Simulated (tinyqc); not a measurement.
Comparisons within one model: shallow acceptor in the spherical four-band model. A value that a table varies takes the place of the one given here.

The ground state 1S3/2 has an L = 0 part f(r) and an L = 2 part g(r). In units of Ry* and a*, with Gaussians f_i = exp(-a_i r^2), g_i = r^2 exp(-a_i r^2), A = a_i + a_j and I(n) = Gamma((n + 1)/2)/(2 A^((n + 1)/2)): S_ff = I(2), S_gg = I(6), H_ff = (6 a_i a_j/A) I(2) - 2 I(1), H_gg = (14 a_i a_j/A) I(6) - 2 I(5), H_fg = -mu [15 I(2) - 20 a_j I(4) + 4 a_j^2 I(6)]; each function is then normalised. The split-off band is left out.

Converged values use 22 exponents 2.2^i, i = -7 to 14, for f and for g.

Units Ry* = Ry/(g1 eps^2) and a* = a0 eps g1; mu = (6 g3 + 4 g2)/(5 g1) is the spherical heavy-light coupling and delta = (g3 - g2)/g1 the cubic term, which is left out.

Constants: Ry = 13.60569312 eV; a0 (Bohr radius) = 0.5291772105 angstrom.

Inputs chosen for the exercise (near those of a shallow acceptor in GaSb; the results hold for these values, not for the real material):

| symbol | value | unit | meaning |
|---|---|---|---|
| mus | (0.1, 0.39, 0.52, 0.65, 0.76, 0.83, 0.9) |  | couplings |
| rc | 1.4 | angstrom | radius of the central cell |
| Vs | (2, 0, -0.5, -1.5, -2.5, -3.5) | eV | central-cell strengths |
| g1 | 13.27 |  | Luttinger gamma1 |
| g2 | 4.76 |  | gamma2 |
| g3 | 5.97 |  | gamma3 |
| eps | 16.5 |  | dielectric constant |

## Strength of the heavy-light coupling

Ry* = 3.7660 meV

Converged values in Ry* and a*; the heavy-mass hydrogen model gives 1/(1 - mu).

Results:

| mu | binding (Ry*) | 1/(1 - mu) | ratio | L = 2 weight | <r> (a*) | binding (meV) |
|---|---|---|---|---|---|---|
| 0.10 | 1.009 | 1.111 | 0.908 | 0.004 | 1.489 | 3.8 |
| 0.39 | 1.161 | 1.639 | 0.708 | 0.066 | 1.322 | 4.4 |
| 0.52 | 1.332 | 2.083 | 0.639 | 0.119 | 1.174 | 5.0 |
| 0.65 | 1.653 | 2.857 | 0.579 | 0.190 | 0.970 | 6.2 |
| 0.76 | 2.217 | 4.167 | 0.532 | 0.267 | 0.744 | 8.4 |
| 0.83 | 2.966 | 5.882 | 0.504 | 0.324 | 0.568 | 11.2 |
| 0.90 | 4.768 | 10.000 | 0.477 | 0.388 | 0.363 | 18.0 |

The binding starts as 1 + O(mu^2), 1.009 at mu = 0.10, since the coupling enters in second order, and reaches 4.77 at mu = 0.90. The ratio to the heavy-mass model falls from 0.91 to 0.48, towards about 0.44 as mu goes to 1: the bound hole is only partly heavy. The L = 2 weight grows to 0.39 and the radius shrinks by a factor 4.1.

## Central-cell correction

mu = 0.82683
a* = 115.866 angstrom

A short-range term V exp(-r^2/rc^2) is added (negative: attracts the hole); its elements are V S (A/(A + 1/rc^2))^(3/2) for f and ^(7/2) for g, in the same units.

Results:

| V (eV) | 1S binding (meV) | 2S binding (meV) | <r> (angstrom) | L = 2 weight |
|---|---|---|---|---|
| 2.0 | 10.8 | 3.29 | 67.8 | 0.320 |
| 0.0 | 11.0 | 3.32 | 66.8 | 0.321 |
| -0.5 | 11.0 | 3.32 | 66.6 | 0.321 |
| -1.5 | 11.1 | 3.33 | 66.0 | 0.321 |
| -2.5 | 11.3 | 3.35 | 65.3 | 0.322 |
| -3.5 | 11.4 | 3.37 | 64.6 | 0.322 |

From V = 0 to -3.5 eV the 1S binding grows by 0.4 meV (4 %) and the 2S binding by 0.05 meV, so the chemical shift sits mainly in the ground state. A repulsion of 2 eV removes 0.2 meV. The slope is 0.13 meV per eV over the last step against 0.08 on the repulsive side, since attraction pulls the state into the cell; over this range the level stays shallow.

## What each parameter does

Converged values. Each row changes one parameter from the base and keeps the others.

Results:

| case | mu | Ry* (meV) | binding (meV) | <r> (angstrom) |
|---|---|---|---|---|
| base | 0.827 | 3.77 | 10.99 | 66.8 |
| g1 = 14.33 | 0.766 | 3.49 | 7.89 | 91.4 |
| g2 = 4.05 | 0.784 | 3.77 | 9.11 | 79.5 |
| g3 = 5.49 | 0.783 | 3.77 | 9.09 | 79.7 |
| eps = 15.2 | 0.827 | 4.44 | 12.95 | 61.6 |

The largest shifts from the base row, up to three for each result and ties (the steps differ in size, so this ranks the rows, not the parameters). mu: g1 -0.061, g3 -0.043, g2 -0.043; unchanged at the printed digits by eps. Ry* (meV): eps +0.67, g1 -0.28; unchanged at the printed digits by g2 and g3. binding (meV): g1 -3.11, eps +1.96, g3 -1.90. <r> (angstrom): g1 +24.5, g3 +12.9, g2 +12.7. g1 acts twice: it lowers Ry* and it lowers mu.

Computed by tinyqc, a small Python program: `OMP_NUM_THREADS=1 python tinyqc.py 1252313 1252314 out.jsonl` (the numbers bound the seed that draws the inputs); one thread of a shared host (Intel(R) Xeon(R) Processor @ 2.30GHz), about 0.04 s for the whole set of steps.
